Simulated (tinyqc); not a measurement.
Angle of incidence: thin-film optics by transfer matrices.

Indices N = n + i k. Snell: N0 sin(theta) = N_j sin(theta_j), with Im(N_j cos theta_j) >= 0. Admittance y_j = N_j cos theta_j for s and N_j/cos theta_j for p. Phase delta_j = 2 pi N_j cos theta_j d_j/lambda. Layer matrix [[cos delta, -i sin delta/y], [-i y sin delta, cos delta]], multiplied from the top down to M. (B, C) = M (1, y_sub); r = (y0 B - C)/(y0 B + C), R = |r|^2, T = 4 Re y0 Re y_sub/|y0 B + C|^2, absorbed in the films 1 - R - T.

Ellipsometry: rho = tan(Psi) exp(i Delta) = -conj(r_p/r_s) with the r of the admittance formula, Delta in 0 to 360 degrees, so that a bare dielectric at small angles gives Delta = 180.

Parameters, chosen for this exercise (indices near those of resist, ARC on polySi; not measured data): lam = 633 nm (vacuum wavelength); n0 = 1 (ambient index); n = (1.634, 1.676, 3.959) (n of resist, ARC, substrate); k = (0, 0.02, 0.041) (k in the same order); d = (86.5, 53.1) nm (thicknesses, top first).

Both polarisations.

Stack:

| theta (degrees) | R_s | R_p | Psi | Delta |
|---|---|---|---|---|
| 0 | 0.1894 | 0.1894 | 45.00 | 180.00 |
| 30 | 0.1778 | 0.1366 | 41.24 | 192.30 |
| 45 | 0.1592 | 0.1031 | 38.83 | 216.75 |
| 55 | 0.1449 | 0.1085 | 40.87 | 244.96 |
| 60 | 0.1414 | 0.1280 | 43.57 | 261.94 |
| 65 | 0.1460 | 0.1645 | 46.71 | 280.05 |
| 70 | 0.1672 | 0.2249 | 49.23 | 298.68 |
| 75 | 0.2211 | 0.3192 | 50.23 | 316.76 |
| 80 | 0.3369 | 0.4628 | 49.53 | 333.08 |
| 85 | 0.5670 | 0.6787 | 47.57 | 347.24 |

Give the missing row, theta (degrees) = 15.

Computed row:
```
theta (degrees)     R_s     R_p    Psi   Delta
15               0.1869  0.1744  44.00  182.53
```

R_s and R_p agree at normal incidence (0.1894). R_p is lowest at 45 degrees of those listed (0.1031), where R_s = 0.1592: the two are within a factor 2 of each other, so the minimum selects polarisation poorly. R_s does not rise steadily, because the phase thickness of the films changes with the angle. R_p exceeds R_s at 65, 70, 75, 80 and 85 degrees, where Psi is above 45.

Program tinyqc; command `OMP_NUM_THREADS=1 python tinyqc.py 1681923 1681924 out.jsonl`; about 0.01 s on one thread of a shared Intel(R) Xeon(R) Processor @ 2.30GHz.
